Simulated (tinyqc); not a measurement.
Well width for a wanted wavelength.

Problem. The layer is x parts of the first compound and 1 - x of the second, grown coherently on the second as substrate and barrier. Rows of the table: lattice constant a, average valence level Ea on an absolute scale, spin-orbit splitting so, gaps at Gamma, X and L, hydrostatic deformation potentials av and ac (Gamma), shear potential b, elastic constants, electron and heavy-hole (along z) masses. All are interpolated linearly in x; gaps get -C x (1 - x), taken wholly in the conduction band; real line-ups can differ from this model by 0.1 eV or more. In-plane strain e = (a_substrate - a)/a, e_z = -2 (c12/c11) e, volume change 2 e + e_z. With v = 2 e + e_z and d = 2 b (e_z - e): Eav = Ea + av v; E_hh = Eav + so/3 - d/2; E_lh = Eav - so/6 + d/4 + sqrt(so^2 + so d + 9 d^2/4)/2; E_c = Ea + so/3 + EG + ac v (Gamma). Substrate: E_v = Ea + so/3, E_c = E_v + EG. Well depths: dEc = E_c(substrate) - E_c, dEhh = E_hh - E_v(substrate), dElh likewise; strained Gamma gap E_c - max(E_hh, E_lh); positive values confine carriers in the layer. Lowest level of a finite well of width Lw and depth V: kw Lw/2 = arctan(sqrt((mw/mb)(V - E)/E)), kw = sqrt(mw E/C), C = hbar^2/(2 m0), for electrons (dEc) and heavy holes (dEhh), mb from the substrate; transition E_c - E_hh + both levels, without exciton binding; wavelength h c/E. Find Lw and the two levels.

Values chosen for this exercise:

| symbol | value | unit | meaning |
|---|---|---|---|
| x | 0.26 |  | fraction of the first compound in the layer |
| CG | 0.1 | eV | bowing of the Gamma gap |
| CX | 0.27 | eV | bowing of the X gap |
| CL | 0.27 | eV | bowing of the L gap |

Constants: q = 1.602176634e-19 C, hbar = 1.054571817e-34 J s, h = 6.62607015e-34 J s, m0 = 9.1093837015e-31 kg, c = 299792458 m/s, hbar^2/(2 m0) = 0.0380998212 eV nm^2. Results are converted to the units shown.

Binary compounds, values chosen for the exercise:
```
,close to InAs,close to InP
a (angstrom),6.058,5.869
Ea (eV),-6.67,-7.04
so (eV),0.375,0.11
EG (eV),0.354,1.33
EX (eV),1.35,2.19
EL (eV),1.06,1.96
av (eV),0.987,1.26
ac (eV),-5.13,-5.04
b (eV),-1.81,-1.7
c11 (GPa),82.8,102
c12 (GPa),45.2,55.9
me (m0),0.0227,0.0808
mh (m0),0.331,0.532
```

wavelength = 1090.8478 nm

Answer. Both levels fall steadily as the well widens, so the wavelength rises steadily and one width matches.

Lw = 5.70 nm
electron level = 48.0 meV
heavy-hole level = 14.7 meV

Numbers from tinyqc (`OMP_NUM_THREADS=1 python tinyqc.py 2690092 2690093 out.jsonl`; about 0.01 s on one thread of a shared Intel Xeon 2.30GHz).
